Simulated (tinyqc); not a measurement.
Bias-temperature instability from a Gaussian distribution of capture and emission barriers: one step, computed by the program tinyqc. Command: `OMP_NUM_THREADS=1 python tinyqc.py 3009699 3009700 out.jsonl bti walk`. One thread of a shared host (Intel(R) Xeon(R) Processor @ 2.30GHz), about 0.01 s of CPU time with the checks.

Each trap has a capture time tau_0 exp(E_c/(k_B T)) under stress and an emission time tau_0 exp(E_e/(k_B T)) after it. E_c is Gaussian, and E_e = E_c + d with d Gaussian and independent. A trap counts as filled once t_s exceeds its capture time and as emptied once t_r exceeds its emission time.

Question. Lifetime. Demarcation energies E_s = k_B T ln(t_s/tau_0), E_r = k_B T ln(t_r/tau_0); mean barrier mu = mu_c - k_F F; z = (E_s - mu)/sigma_c; Phi is the standard normal distribution. Temperatures in kelvin are T(C) + 273.15. Solve V_max Phi(z) = criterion for t_s; the power-law extrapolation from the stress point is t_s (criterion/dV0)^(1/n); 1 year = 3.15576e7 s.

Inputs (values chosen for the exercise, for a model p-channel transistor):

| quantity | value | unit |
|---|---|---|
| shift with all traps filled V_max | 220 | mV |
| spread of capture barriers sigma_c | 0.39 | eV |
| time constant tau_0 | 2e-10 | s |
| temperature T | 175 | C |
| stress time t_s | 2000 | s |
| failure criterion | 50 | mV |

mean barrier mu = 1.3128 eV

shift without recovery dV0 = 75.63971 mV

time exponent n = 0.1059768

Constants: k_B = 8.617333262e-05 eV/K.

Give: log10 of the lifetime in s; log10 of the power-law estimate in s.

Answer.

log10 of the lifetime in s = 1.784

log10 of the power-law estimate in s = 1.605

The power law gives a time shorter by 0.18 decades, since n falls as traps fill; ten years is log10 = 8.50.
